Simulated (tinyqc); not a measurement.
From results back to parameters: conductance of a narrow metal strip with scatterers (square lattice, Green functions). Five cases, with inputs chosen for the exercise.

Problem. Boundaries with reflection R, a distance dg apart, add incoherently to the scattering in a one-dimensional channel: rho/rho0 = 1 + (lam/dg) R/(1 - R). The ratio comes from a hidden R.

Case 1.

Values chosen (out of a larger set: hopping and spacing of the size met in Cu or Al; the lattice is a model; not measured data): lam = 25 nm (bulk mean free path); dg = 54 nm (distance between boundaries).

rho/rho0 = 1.29599

Case 2.

Values chosen (out of a larger set: hopping and spacing of the size met in Cu or Al; the lattice is a model; not measured data): lam = 28 nm (bulk mean free path); dg = 60 nm (distance between boundaries).

rho/rho0 = 1.41384

Case 3.

Values chosen (out of a larger set: hopping and spacing of the size met in Cu or Al; the lattice is a model; not measured data): lam = 29 nm (bulk mean free path); dg = 59 nm (distance between boundaries).

rho/rho0 = 1.19115

Case 4.

Values chosen (out of a larger set: hopping and spacing of the size met in Cu or Al; the lattice is a model; not measured data): lam = 31 nm (bulk mean free path); dg = 58 nm (distance between boundaries).

rho/rho0 = 1.60271

Case 5.

Values chosen (out of a larger set: hopping and spacing of the size met in Cu or Al; the lattice is a model; not measured data): lam = 28 nm (bulk mean free path); dg = 41 nm (distance between boundaries).

rho/rho0 = 1.53659

Find: R; effective mean free path lam rho0/rho.

Solution. y = (rho/rho0 - 1) dg/lam = R/(1 - R), so R = y/(1 + y).

Case 1.

R = 0.390
effective mean free path lam rho0/rho = 19.29 nm

Case 2.

R = 0.470
effective mean free path lam rho0/rho = 19.80 nm

Case 3.

R = 0.280
effective mean free path lam rho0/rho = 24.35 nm

Case 4.

R = 0.530
effective mean free path lam rho0/rho = 19.34 nm

Case 5.

R = 0.440
effective mean free path lam rho0/rho = 18.22 nm

Computed by tinyqc, one run a case: `OMP_NUM_THREADS=1 python tinyqc.py N N+1 out.jsonl` with N = 1481552, 1481557, 1481632, 1481665, 1481667; one thread of a shared Intel(R) Xeon(R) Processor @ 2.30GHz, about 0.01 s a run at most.
